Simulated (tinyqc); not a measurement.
Donor or exciton in a quantum well (variational effective-mass method): one step, computed by the program tinyqc.

H = -nabla^2 - 2/|r - r_i| + V(z) in effective units; trial function psi = f(z) exp(-|r - r_i|/lambda), f the ground state of the well. Mass and screening are the same in well and barrier; l = L/a* is the width in effective units. Bands are flat: no polarisation or applied field.

Problem. The subband. k = pi/l; f = cos(k z) inside and zero outside; subband energy k^2 Ry*.

Inputs (values chosen for the exercise, for a model semiconductor): electron mass m = 0.252 m_0; well width L = 3.5 nm.

Centre: donor. Barriers: infinite.

l = 1.515217

Ry* = 28.33582 meV

Give: k; subband energy.

Solution.

k = 2.073 1/a*

subband energy = 121.8 meV

Caution: so narrow a well has large confinement energy, where non-parabolicity and barrier penetration matter.
